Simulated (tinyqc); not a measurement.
Static screening by free carriers: sweeps and comparisons. A value that a table varies takes the place of the one given here.

kF = (3 pi^2 n/Mv)^(1/3), EF = c kF^2/m with c = hbar^2/2m0, n in 1/angstrom^3 (1e-24 per 1/cm^3), e2 = e^2/(4 pi eps0). Thomas-Fermi: qTF^2 = 6 pi e2 n/(eps EF). Debye: qD^2 = 4 pi e2 n/(eps kB T).

F_j(eta) = (1/Gamma(j + 1)) integral_0^infinity x^j dx/(1 + exp(x - eta)), which tends to exp(eta) for eta << 0.

At finite T: qs^2 = qD^2 F_-1/2(eta)/F_1/2(eta), where n = Mv N F_1/2(eta) and N = 2 (m kB T/(4 pi c))^(3/2) with c = hbar^2/2m0, in 1/angstrom^3; times 1e24 for 1/cm^3.

Donor in the screened potential -(e2/eps) exp(-qs r)/r with the trial function exp(-r/a): E(a) = c/(m a^2) - (e2/eps) 4/(a (2 + qs a)^2), e2 = e^2/(4 pi eps0), c = hbar^2/2m0; isotropic mass.

Lindhard at zero temperature: eps(q)/eps = 1 + (qTF/q)^2 L(x), x = q/(2 kF), L(x) = 1/2 + ((1 - x^2)/(4x)) ln|(1 + x)/(1 - x)|.

Constants: hbar^2/2m0 = 3.80998211 eV angstrom^2; e^2/(4 pi eps0) = 14.39964547 eV angstrom; kB = 8.617333262e-05 eV/K; a0 (Bohr radius) = 0.5291772105 angstrom.

Inputs chosen for the exercise (near those of Si; shifted at random, so the results belong to these values and not to a real crystal):

| symbol | value | unit | meaning |
|---|---|---|---|
| m | 0.3227 | m0 | mass of one isotropic valley |
| Mv | 6 |  | valleys |
| eps | 11.6 |  | background dielectric constant |
| T | 300 | K |  |
| n | 2.3e+19 | 1/cm^3 | carrier density |

## Screening unbinds the donor

All carriers n are taken as free and screen with qs(T); E(a) is minimised over a; a dash marks no bound state. aB = a0 eps/m.

Donor level:

| n (1/cm^3) | n^(1/3) aB | qs aB | E (meV) | a/aB |
|---|---|---|---|---|
| 1.0e+15 | 0.019 | 0.015 | -31.68 | 1.000 |
| 9.0e+15 | 0.040 | 0.044 | -29.83 | 1.001 |
| 5.0e+16 | 0.070 | 0.104 | -26.31 | 1.007 |
| 1.0e+17 | 0.088 | 0.148 | -23.97 | 1.014 |
| 4.0e+17 | 0.140 | 0.295 | -17.01 | 1.052 |
| 1.0e+18 | 0.190 | 0.464 | -10.69 | 1.125 |
| 3.0e+18 | 0.274 | 0.794 | -2.61 | 1.422 |
| 6.0e+18 | 0.346 | 1.103 | - | - |

aB = 19.0 angstrom

The level rises from -31.68 meV at the lowest density to -2.61 meV at 3e+18 1/cm^3, against -32.63 meV unscreened. The trial function finds no bound state from 6e+18 1/cm^3 on, where qs aB = 1.10 and n^(1/3) aB = 0.35. This trial function loses binding at qs aB = 1 and the exact Yukawa problem at 1.19; the Mott rule of thumb is n^(1/3) aB = 0.26, which the last bound row of this table passes: the rule belongs to low temperature, and thermal carriers screen more weakly.

## From Debye to Thomas-Fermi

Screening lengths (angstrom):

| n (1/cm^3) | eta | Debye | Thomas-Fermi | finite T |
|---|---|---|---|---|
| 8.0e+16 | -5.84 | 143.9 | 18.42 | 144.0 |
| 6.0e+17 | -3.82 | 52.56 | 13.17 | 52.76 |
| 3.0e+18 | -2.18 | 23.50 | 10.07 | 23.95 |
| 1.0e+19 | -0.89 | 12.87 | 8.239 | 13.67 |
| 4.0e+19 | 0.87 | 6.437 | 6.539 | 7.865 |
| 1.0e+20 | 2.51 | 4.071 | 5.613 | 5.996 |
| 6.0e+20 | 9.33 | 1.662 | 4.164 | 4.185 |
| 2.0e+21 | 20.97 | 0.9103 | 3.407 | 3.410 |

Debye is within 5 % of the finite-T length up to 3e+18 1/cm^3 of the densities listed and Thomas-Fermi from 6e+20 on. The length goes as n^-0.50 at the low end and n^-0.17 at the high end, against the limits -1/2 and -1/6. Both limits give too short a length.

## Static response in three, two and one dimensions

kF = 0.0484171 1/angstrom
qTF = 0.139444 1/angstrom

x = q/(2 kF). Response over its long-wave value: L3 as above; L2 = 1 for x <= 1 and 1 - sqrt(1 - 1/x^2) beyond; L1 = ln|(1 + x)/(1 - x)|/(2x).

Response:

| x | L3 | L2 | L1 | eps(q)/eps, Lindhard 3D | Thomas-Fermi |
|---|---|---|---|---|---|
| 0.099 | 0.997 | 1.000 | 1.003 | 211.9 | 212.6 |
| 0.297 | 0.970 | 1.000 | 1.031 | 23.80 | 24.51 |
| 0.496 | 0.913 | 1.000 | 1.097 | 8.700 | 9.429 |
| 0.694 | 0.820 | 1.000 | 1.233 | 4.529 | 5.305 |
| 0.892 | 0.664 | 1.000 | 1.605 | 2.730 | 3.606 |
| 0.972 | 0.560 | 1.000 | 2.189 | 2.230 | 3.195 |
| 1.011 | 0.472 | 0.853 | 2.576 | 1.957 | 3.029 |
| 1.091 | 0.363 | 0.600 | 1.437 | 1.633 | 2.742 |
| 1.289 | 0.234 | 0.369 | 0.803 | 1.293 | 2.248 |
| 1.586 | 0.145 | 0.224 | 0.468 | 1.120 | 1.824 |
| 2.181 | 0.073 | 0.111 | 0.227 | 1.032 | 1.436 |

Next to x = 1 the table has L3 = 0.560 and 0.472, L2 = 1.000 and 0.853, L1 = 2.189 and 2.576: an infinite slope in 3D, a kink in 2D and a logarithmic peak in 1D, where the whole Fermi surface is joined by 2 kF. These features give Friedel oscillations of period pi/kF = 64.9 angstrom at zero temperature; they wash out once kT nears EF, so this table, for T = 0, describes the gas only where EF is well above kT. Thomas-Fermi overstates eps(q) by 8.4 % at x = 0.496 and by 62.9 % at x = 1.586.

## What sets the screening length

All results formed anew. Each row changes one parameter from the base and keeps the others.

Results:

| case | Debye (angstrom) | Thomas-Fermi (angstrom) | finite T (angstrom) |
|---|---|---|---|
| base | 8.489 | 7.171 | 9.634 |
| n = 4.6e+19 1/cm^3 | 6.002 | 6.389 | 7.506 |
| m = 0.4195 m0 | 8.489 | 6.290 | 9.282 |
| eps = 13.92 | 9.299 | 7.856 | 10.55 |
| T = 360 K | 9.299 | 7.171 | 10.27 |
| Mv = 7 | 8.489 | 6.812 | 9.481 |

The largest shifts from the base row, up to three for each result and ties (the steps differ in size, so this ranks the rows, not the parameters). Debye (angstrom): n -2.49, eps +0.810, T +0.810; unchanged at the printed digits by m and Mv. Thomas-Fermi (angstrom): m -0.882, n -0.782, eps +0.684; unchanged at the printed digits by T. finite T (angstrom): n -2.13, eps +0.919, T +0.638.

Program tinyqc; command `OMP_NUM_THREADS=1 python tinyqc.py 1681186 1681187 out.jsonl`; about 0.01 s on one thread of a shared Intel(R) Xeon(R) Processor @ 2.30GHz.
